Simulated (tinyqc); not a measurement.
Worked calculation: CCSD on RHF in the sto-3g basis, frozen core, for BeH+, spin multiplicity 1. Computed by tinyqc, a small Python program that keeps every step (integrals from PySCF). Settings: charge = 1, multiplicity = 1, basis = sto-3g, method = RHF, frozen orbitals = 1, energy threshold = 1e-10, iteration cap = 67, orthogonalisation = symmetric, start = Wolfsberg-Helmholz matrix, DIIS depth = 6, amplitude equations = CCSD, DIIS depth for amplitudes = 4, cap on updates = 56. Command: `OMP_NUM_THREADS=1 python tinyqc.py 28514 28515 out.jsonl` (the two numbers bound the seeds that draw the settings). One thread of a shared host (Intel(R) Xeon(R) Processor @ 2.60GHz), about 0.3 s of CPU time with the checks. The early iterations of the SCF are left out here.

## One-electron integrals

Geometry (angstrom):
```
atom,x,y,z
Be,0.0000,0.0000,0.0000
H,0.0000,0.0000,1.6430
```

Basis sto-3g: exponents (1/bohr^2) and contraction coefficients of normalised primitives:
```
element,l (shell),exponent,coefficient
Be,s (1),30.1679,0.1543
Be,s (1),5.4951,0.5353
Be,s (1),1.4872,0.4446
Be,s (2),1.3148,-0.1000
Be,s (2),0.3055,0.3995
Be,s (2),0.0994,0.7001
Be,p (3),1.3148,0.1559
Be,p (3),0.3055,0.6077
Be,p (3),0.0994,0.3920
H,s (1),3.4253,0.1543
H,s (1),0.6239,0.5353
H,s (1),0.1689,0.4446
```

Overlap, kinetic and nuclear-attraction integrals over the contracted functions; the nuclear repulsion is the sum of Za Zb / Rab.

nuclear repulsion = 1.288319 hartree

overlap S:
```
,1Be 1s,1Be 2s,1Be 2px,1Be 2py,1Be 2pz,2H 1s
1Be 1s,1.0000,0.2595,0.0000,0.0000,0.0000,0.0357
1Be 2s,0.2595,1.0000,0.0000,0.0000,0.0000,0.3444
1Be 2px,0.0000,0.0000,1.0000,0.0000,0.0000,0.0000
1Be 2py,0.0000,0.0000,0.0000,1.0000,0.0000,0.0000
1Be 2pz,0.0000,0.0000,0.0000,0.0000,1.0000,0.4294
2H 1s,0.0357,0.3444,0.0000,0.0000,0.4294,1.0000
```

kinetic energy T (hartree):
```
,1Be 1s,1Be 2s,1Be 2px,1Be 2py,1Be 2pz,2H 1s
1Be 1s,6.6940,-0.0330,0.0000,0.0000,0.0000,-0.0101
1Be 2s,-0.0330,0.2111,0.0000,0.0000,0.0000,0.0309
1Be 2px,0.0000,0.0000,0.6606,0.0000,0.0000,0.0000
1Be 2py,0.0000,0.0000,0.0000,0.6606,0.0000,0.0000
1Be 2pz,0.0000,0.0000,0.0000,0.0000,0.6606,0.1062
2H 1s,-0.0101,0.0309,0.0000,0.0000,0.1062,0.7600
```

nuclear attraction V (hartree):
```
,1Be 1s,1Be 2s,1Be 2px,1Be 2py,1Be 2pz,2H 1s
1Be 1s,-14.8832,-1.9828,0.0000,0.0000,-0.0120,-0.2725
1Be 2s,-1.9828,-2.6266,0.0000,0.0000,-0.1144,-0.8443
1Be 2px,0.0000,0.0000,-2.5801,0.0000,0.0000,0.0000
1Be 2py,0.0000,0.0000,0.0000,-2.5801,0.0000,0.0000
1Be 2pz,-0.0120,-0.1144,0.0000,0.0000,-2.6639,-1.0312
2H 1s,-0.2725,-0.8443,0.0000,0.0000,-1.0312,-2.5122
```

core Hamiltonian H = T + V (hartree):
```
,1Be 1s,1Be 2s,1Be 2px,1Be 2py,1Be 2pz,2H 1s
1Be 1s,-8.1892,-2.0158,0.0000,0.0000,-0.0120,-0.2827
1Be 2s,-2.0158,-2.4155,0.0000,0.0000,-0.1144,-0.8134
1Be 2px,0.0000,0.0000,-1.9195,0.0000,0.0000,0.0000
1Be 2py,0.0000,0.0000,0.0000,-1.9195,0.0000,0.0000
1Be 2pz,-0.0120,-0.1144,0.0000,0.0000,-2.0033,-0.9250
2H 1s,-0.2827,-0.8134,0.0000,0.0000,-0.9250,-1.7521
```

## Two-electron integrals

Functions are numbered as in S; the eight-fold symmetry (ij|kl) = (ji|kl) = (kl|ij) leaves the list below.

Two-electron integrals (ij|kl) in chemists' order, unique and non-zero (hartree):
```
i,j,k,l,(ij|kl)
1,1,1,1,2.2988
2,1,1,1,0.3920
2,1,2,1,0.0795
2,2,1,1,0.5710
2,2,2,1,0.1430
2,2,2,2,0.4177
3,1,3,1,0.0146
3,2,3,1,0.0219
3,2,3,2,0.0923
3,3,1,1,0.5696
3,3,2,1,0.1431
3,3,2,2,0.4176
3,3,3,3,0.4499
4,1,4,1,0.0146
4,2,4,1,0.0219
4,2,4,2,0.0923
4,3,4,3,0.0242
4,4,1,1,0.5696
4,4,2,1,0.1431
4,4,2,2,0.4176
4,4,3,3,0.4014
4,4,4,4,0.4499
5,1,5,1,0.0146
5,2,5,1,0.0219
5,2,5,2,0.0923
5,3,5,3,0.0242
5,4,5,4,0.0242
5,5,1,1,0.5696
5,5,2,1,0.1431
5,5,2,2,0.4176
5,5,3,3,0.4014
5,5,4,4,0.4014
5,5,5,5,0.4499
6,1,1,1,0.0533
6,1,2,1,0.0108
6,1,2,2,0.0196
6,1,3,3,0.0195
6,1,4,4,0.0195
6,1,5,1,0.0010
6,1,5,2,0.0018
6,1,5,5,0.0199
6,1,6,1,0.0015
6,2,1,1,0.1505
6,2,2,1,0.0384
6,2,2,2,0.1250
6,2,3,3,0.1200
6,2,4,4,0.1200
6,2,5,1,0.0050
6,2,5,2,0.0325
6,2,5,5,0.1348
6,2,6,1,0.0058
6,2,6,2,0.0596
6,3,3,1,0.0032
6,3,3,2,0.0158
6,3,5,3,0.0054
6,3,6,3,0.0049
6,4,4,1,0.0032
6,4,4,2,0.0158
6,4,5,4,0.0054
6,4,6,4,0.0049
6,5,1,1,0.1698
6,5,2,1,0.0438
6,5,2,2,0.1491
6,5,3,3,0.1404
6,5,4,4,0.1404
6,5,5,1,0.0079
6,5,5,2,0.0501
6,5,5,5,0.1665
6,5,6,1,0.0068
6,5,6,2,0.0803
6,5,6,5,0.1107
6,6,1,1,0.3212
6,6,2,1,0.0832
6,6,2,2,0.3051
6,6,3,3,0.2837
6,6,4,4,0.2837
6,6,5,1,0.0116
6,6,5,2,0.1012
6,6,5,5,0.3476
6,6,6,1,0.0127
6,6,6,2,0.1914
6,6,6,5,0.2716
6,6,6,6,0.7746
```

## Orthogonalisation

S = U s U^T; symmetric (Loewdin) form X = U s^(-1/2) U^T, so that X^T S X = 1.

eigenvalues of S: 0.4328  0.7961  1.0000  1.0000  1.1824  1.5887

X:
```
,1Be 1s,1Be 2s,1Be 2px,1Be 2py,1Be 2pz,2H 1s
1Be 1s,1.0276,-0.1430,0.0000,0.0000,-0.0089,0.0224
1Be 2s,-0.1430,1.0878,0.0000,0.0000,0.0742,-0.2211
1Be 2px,0.0000,0.0000,1.0000,0.0000,0.0000,0.0000
1Be 2py,0.0000,0.0000,0.0000,1.0000,0.0000,0.0000
1Be 2pz,-0.0089,0.0742,0.0000,0.0000,1.0898,-0.2690
2H 1s,0.0224,-0.2211,0.0000,0.0000,-0.2690,1.1486
```

## Iteration 9 (converged): orbitals

converged F (hartree):
```
,1Be 1s,1Be 2s,1Be 2px,1Be 2py,1Be 2pz,2H 1s
1Be 1s,-5.0006,-1.4050,0.0000,0.0000,0.0172,-0.1966
1Be 2s,-1.4050,-0.8551,0.0000,0.0000,-0.1135,-0.4346
1Be 2px,0.0000,0.0000,-0.1312,0.0000,0.0000,0.0000
1Be 2py,0.0000,0.0000,0.0000,-0.1312,0.0000,0.0000
1Be 2pz,0.0172,-0.1135,0.0000,0.0000,-0.2656,-0.3704
2H 1s,-0.1966,-0.4346,0.0000,0.0000,-0.3704,-0.4528
```

Diagonalise F' = X^T F X, C = X C', fill 2 alpha and 2 beta electrons from the bottom; D = 2 C_occ C_occ^T. Each column has its largest component positive (the first on a tie).

F' = X^T F X (hartree):
```
,1,2,3,4,5,6
1,-4.8922,-0.7061,0.0000,0.0000,0.0154,0.0072
2,-0.7061,-0.5106,0.0000,0.0000,-0.0101,-0.2855
3,0.0000,0.0000,-0.1312,0.0000,0.0000,0.0000
4,0.0000,0.0000,0.0000,-0.1312,0.0000,0.0000
5,0.0154,-0.0101,0.0000,0.0000,-0.1365,-0.2924
6,0.0072,-0.2855,0.0000,0.0000,-0.2924,-0.2211
```

orbital energies (hartree): MO1 -5.0035, MO2 -0.6792, MO3 -0.2563, MO4 -0.1312, MO5 -0.1312, MO6 0.1785

coefficients C:
```
,MO1,MO2,MO3,MO4,MO5,MO6
1Be 1s,0.9930,-0.1949,-0.2004,0.0000,0.0000,0.1135
1Be 2s,0.0263,0.6196,0.7467,0.0000,0.0000,-0.5622
1Be 2px,0.0000,0.0000,0.0000,0.9992,-0.0391,0.0000
1Be 2py,0.0000,0.0000,0.0000,0.0391,0.9992,0.0000
1Be 2pz,-0.0019,0.2725,-0.6099,0.0000,0.0000,-0.9053
2H 1s,-0.0028,0.4958,-0.3169,0.0000,0.0000,1.0463
```

D after iteration 9:
```
,1Be 1s,1Be 2s,1Be 2px,1Be 2py,1Be 2pz,2H 1s
1Be 1s,2.0479,-0.1892,0.0000,0.0000,-0.1100,-0.1989
1Be 2s,-0.1892,0.7692,0.0000,0.0000,0.3376,0.6143
1Be 2px,0.0000,0.0000,0.0000,0.0000,0.0000,0.0000
1Be 2py,0.0000,0.0000,0.0000,0.0000,0.0000,0.0000
1Be 2pz,-0.1100,0.3376,0.0000,0.0000,0.1485,0.2702
2H 1s,-0.1989,0.6143,0.0000,0.0000,0.2702,0.4917
```

Within a degenerate level the vectors are fixed only up to a rotation; this is one choice.

## Convergence

Stop when the energy changes by less than 1e-10 hartree and every element of the error matrix X^T (F D S - S D F) X is below 3e-06.

Course of the cycle:
```
iteration,E (hartree),change,largest element of the error matrix
1,-14.591106,-,1.47e-01
2,-14.620095,-2.90e-02,5.40e-02
3,-14.633206,-1.31e-02,3.03e-02
4,-14.637439,-4.23e-03,7.23e-03
5,-14.637419,2.00e-05,5.68e-03
6,-14.637500,-8.05e-05,7.24e-04
7,-14.637501,-1.25e-06,9.09e-05
8,-14.637501,-2.00e-08,5.92e-07
9,-14.637501,-9.11e-13,3.30e-09
```

PySCF RHF in the same basis = -14.637501 hartree

Converged in 9 iterations.

## Integrals over molecular orbitals

(pq|rs) = sum C_ip C_jq C_kr C_ls (ij|kl), one index at a time.

one-electron integrals over orbitals h = C^T H C (hartree):
```
,1,2,3,4,5,6
1,-8.1797,0.1679,0.1982,0.0000,0.0000,-0.0710
2,0.1679,-2.0635,-0.0375,0.0000,0.0000,0.2169
3,0.1982,-0.0375,-1.9007,0.0000,0.0000,-0.0721
4,0.0000,0.0000,0.0000,-1.9195,0.0000,0.0000
5,0.0000,0.0000,0.0000,0.0000,-1.9195,0.0000
6,-0.0710,0.2169,-0.0721,0.0000,0.0000,-1.6434
```

Two-electron integrals over orbitals (pq|rs), unique and non-zero (hartree); the lowest 1 orbital is frozen and left out:
```
p,q,r,s,(pq|rs)
2,2,2,2,0.4836
3,2,2,2,-0.0676
3,2,3,2,0.0502
3,3,2,2,0.3225
3,3,3,2,0.0335
3,3,3,3,0.4449
4,2,4,2,0.0442
4,3,4,2,0.0331
4,3,4,3,0.0500
4,4,2,2,0.3548
4,4,3,2,0.0311
4,4,3,3,0.3906
4,4,4,4,0.4499
5,2,5,2,0.0442
5,3,5,2,0.0331
5,3,5,3,0.0500
5,4,5,4,0.0242
5,5,2,2,0.3548
5,5,3,2,0.0311
5,5,3,3,0.3906
5,5,4,4,0.4014
5,5,5,5,0.4499
6,2,2,2,0.0339
6,2,3,2,-0.0519
6,2,3,3,-0.0193
6,2,4,4,-0.0657
6,2,5,5,-0.0657
6,2,6,2,0.1207
6,3,2,2,-0.0565
6,3,3,2,0.0451
6,3,3,3,0.0552
6,3,4,4,0.0285
6,3,5,5,0.0285
6,3,6,2,-0.0559
6,3,6,3,0.0616
6,4,4,2,-0.0275
6,4,4,3,-0.0105
6,4,6,4,0.0238
6,5,5,2,-0.0275
6,5,5,3,-0.0105
6,5,6,5,0.0238
6,6,2,2,0.4878
6,6,3,2,-0.0702
6,6,3,3,0.3497
6,6,4,4,0.3581
6,6,5,5,0.3581
6,6,6,2,0.0637
6,6,6,3,-0.0600
6,6,6,6,0.5273
```

## CCSD: starting amplitudes

t_ij^ab = <ij||ab> / (e_i + e_j - e_a - e_b), whose energy is MP2.

Starting amplitudes (spin orbitals 1a, 1b, ...; amplitudes related by a flip of all spins are not repeated):
```
from,to,t
2a 2b,6a 6b,-0.0704
2a 2b,3a 3b,-0.0594
2a 2b,3a 6b,0.0406
2a 2b,4a 4b,-0.0404
2a 2b,5a 5b,-0.0404
```

correlation energy = -0.019259 hartree

## CCSD: amplitude update 1

t_i^a D_i^a and t_ij^ab D_ij^ab are set to the remaining terms of the spin-orbital equations, evaluated with the old amplitudes; for the doubles these are <ij||ab> + 1/2 <ab||ef> t_ij^ef + 1/2 <mn||ij> t_mn^ab + P(ij)P(ab) <mb||ej> t_im^ae + terms in t^2 + terms with t1, D the orbital-energy denominators.

Amplitudes after update 1 (spin orbitals 1a, 1b, ...; amplitudes related by a flip of all spins are not repeated):
```
from,to,t
2a 2b,6a 6b,-0.0950
2a 2b,3a 3b,-0.0776
2a 2b,3a 6b,0.0623
2a 2b,4a 4b,-0.0484
2a 2b,5a 5b,-0.0484
2a,3a,0.0120
2a,6a,0.0058
```

correlation energy = -0.026115 hartree

## CCSD: amplitude update 2

As before.

Amplitudes after update 2 (spin orbitals 1a, 1b, ...; amplitudes related by a flip of all spins are not repeated):
```
from,to,t
2a 2b,6a 6b,-0.1030
2a 2b,3a 3b,-0.0892
2a 2b,3a 6b,0.0728
2a 2b,4a 4b,-0.0493
2a 2b,5a 5b,-0.0493
2a,3a,0.0209
2a,6a,0.0107
```

correlation energy = -0.028828 hartree

## CCSD: convergence

E_corr = 1/4 sum <ij||ab> t_ij^ab + 1/2 sum <ij||ab> t_i^a t_j^b; stop when the norm of the change is below 1e-8.

Course of the amplitude iterations:
```
update,correlation energy (hartree),norm of the change
0,-0.019259,-
1,-0.026115,9.17e-02
2,-0.028828,4.35e-02
3,-0.031181,2.49e-02
4,-0.031370,8.93e-03
5,-0.031414,2.03e-03
6,-0.031406,2.59e-04
7,-0.031406,2.72e-05
8,-0.031406,7.17e-06
9,-0.031406,3.24e-06
10,-0.031406,4.45e-07
11,-0.031406,4.98e-08
12,-0.031406,1.58e-08
13,-0.031406,1.55e-10
```

Converged amplitudes (spin orbitals 1a, 1b, ...; amplitudes related by a flip of all spins are not repeated):
```
from,to,t
2a 2b,3a 3b,-0.1163
2a 2b,6a 6b,-0.1031
2a 2b,3a 6b,0.0860
2a 2b,4a 4b,-0.0480
2a 2b,5a 5b,-0.0480
2a,3a,0.0458
2a,6a,0.0200
```

CCSD total energy = -14.668907 hartree

T1 diagnostic, norm of the one-spin t1 over sqrt(correlated electrons) = 0.0353

Converged in 13 updates, with DIIS from the third.
